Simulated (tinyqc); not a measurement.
Ways to converge the cycle: SCF convergence aids in the sto-3g basis, for HeH+, spin multiplicity 1. Computed by the program tinyqc with PySCF. RHF with one setting changed at a time; a run stops when the energy changes by less than 1e-09 hartree and the error matrix is below 1e-5. The start is the Wolfsberg-Helmholz matrix. Damping d keeps d of the old density; a shift (hartree) raises the virtual levels; DIIS n extrapolates F over n matrices.

Geometry (angstrom):
```
atom,x,y,z
He,0.0000,0.0000,0.0000
H,0.0000,0.0000,1.1220
```

lowest restricted solution found by these runs and by PySCF = -2.846317 hartree

Largest element of the error matrix X^T (FDS - SDF) X:
```
iteration,plain,damping 0.3,damping 0.6,shift 0.4,DIIS 3,DIIS 8
1,9.5e-02,9.5e-02,9.5e-02,9.5e-02,9.5e-02,9.5e-02
2,1.8e-02,4.0e-02,6.3e-02,3.8e-02,1.8e-02,1.8e-02
3,3.6e-03,1.7e-02,4.3e-02,1.6e-02,3.6e-04,3.6e-04
4,7.4e-04,7.7e-03,2.9e-02,6.5e-03,1.5e-04,1.5e-04
5,1.6e-04,3.4e-03,1.9e-02,2.8e-03,1.1e-06,9.3e-05
6,3.2e-05,1.5e-03,1.3e-02,1.2e-03,3.1e-09,6.8e-05
8,-,3.0e-04,6.1e-03,2.1e-04,-,4.4e-05
10,-,5.9e-05,2.8e-03,3.8e-05,-,4.7e-07
14,-,2.3e-06,6.1e-04,-,-,-
20,-,-,6.1e-05,-,-,-
30,-,-,1.4e-06,-,-,-
```

How each run ends:
```
run,iterations,E (hartree),state
plain,7,-2.84632,lowest found
damping 0.3,15,-2.84632,lowest found
damping 0.6,32,-2.84632,lowest found
shift 0.4,12,-2.84632,lowest found
DIIS 3,6,-2.84632,lowest found
DIIS 8,10,-2.84632,lowest found
```

What does the comparison show, and why?

6 of 6 runs reach the lowest restricted solution found, in 6 to 32 iterations (fastest: DIIS 3). Plain steps already contract here, so damping only slows them. DIIS 3 gains by cancelling the error over several earlier matrices, much as a quasi-Newton step does. DIIS minimises the error, not the energy, so it can stall or settle near a saddle, and its small system turns near-singular when few rotations are active.
